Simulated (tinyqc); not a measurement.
Electrons shared among three sets of ellipsoidal valleys, step by step. Values are carried at full precision from step to step, so a last printed digit may differ when a step is redone from the rounded ones.

Constants: hbar^2/2m0 = 3.80998211 eV angstrom^2; kB = 8.617333262e-05 eV/K.

Inputs chosen for the exercise (masses and offsets near those of GaAs; mobilities are free inputs, held fixed; shifted at random, so the results belong to these values and not to a real crystal):

| symbol | value | unit | meaning |
|---|---|---|---|
| ml | (0.064, 1.994, 1.276) | m0 | longitudinal masses of Gamma, L, X |
| mt | (0.064, 0.0787, 0.225) | m0 | transverse masses |
| M | (1, 4, 3) |  | valleys in each set |
| T | 200 | K |  |
| dE | (0, 0.342, 0.411) | eV | edges of Gamma, L, X above the first |
| n | 3.6e+19 | 1/cm^3 | total electron density |
| mu | (8500, 790, 360) | cm^2/(V s) | mobility of each set |

## Masses of each set

One valley: m_d = (ml mt^2)^(1/3). Whole set: m_de = M^(2/3) m_d. Mean over three axes: 1/m_c = (1/ml + 2/mt)/3. Anisotropy K = ml/mt.

m_d, m_de, m_c (m0) and K of each set:

| set | m_d | m_de | m_c | K |
|---|---|---|---|---|
| Gamma | 0.0640 | 0.0640 | 0.0640 | 1.00 |
| L | 0.2311 | 0.5825 | 0.1158 | 25.34 |
| X | 0.4012 | 0.8346 | 0.3102 | 5.67 |

m_de/m_c is 1.00 for Gamma, 5.03 for L, 2.69 for X: many anisotropic valleys give many states at a light conductivity mass. m_c is the mean over three axes; a set that holds only some of the equivalent valleys conducts with a mass that depends on direction.

## Effective densities of states

N_i = M_i times N = 2 (m kB T/(4 pi c))^(3/2) with c = hbar^2/2m0, in 1/angstrom^3; times 1e24 for 1/cm^3, with m = (ml mt^2)^(1/3).

kT = 0.017235 eV

N_i (1/cm^3): Gamma 2.2116e+17, L 6.0720e+18, X 1.0415e+19

## Fermi level and populations

F_j(eta) = (1/Gamma(j + 1)) integral_0^infinity x^j dx/(1 + exp(x - eta)), which tends to exp(eta) for eta << 0.

Solve n = sum_i N_i F_1/2((EF - dE_i)/kT), energies from the edge of the first set.

EF = 0.3772 eV

eta_i: Gamma 21.89, L 2.04, X -1.96

n_i (1/cm^3): Gamma 1.71e+19, L 1.75e+19, X 1.40e+18

shares: Gamma 0.4744, L 0.4868, X 0.0388

L holds most electrons (48.7 %). Boltzmann weights N_i exp(-dE_i/kT) would give L a share of 0.0000.

## Drift and Hall mobility of the mixture

With f_i the shares, mu_drift = sum f_i mu_i; low-field Hall mobility mu_H = sum f_i mu_i^2/mu_drift (scattering and anisotropy factors set to 1); the Hall density is n mu_drift/mu_H; rho = 1/(e n mu_drift), e = 1.602176634e-19 C.

mu_drift = 4431 cm^2/(V s)
mu_H = 7805 cm^2/(V s)
Hall density = 2.04e+19 1/cm^3
rho = 3.91e-05 ohm cm

A Hall measurement would read 56.8 % of the true density. The mobilities are of the size met in pure crystals; at this density impurities would cut them and raise rho, by a factor of two to ten or more depending on crystal and density.

## Checks

- Share of L at n = 1e10 1/cm^3 against the Boltzmann weight: both 6.616e-08.

Run: tinyqc, `OMP_NUM_THREADS=1 python tinyqc.py 1652497 1652498 out.jsonl`; Intel(R) Xeon(R) Processor @ 2.30GHz, one thread, shared host; about 0.01 s of CPU time with all checks.
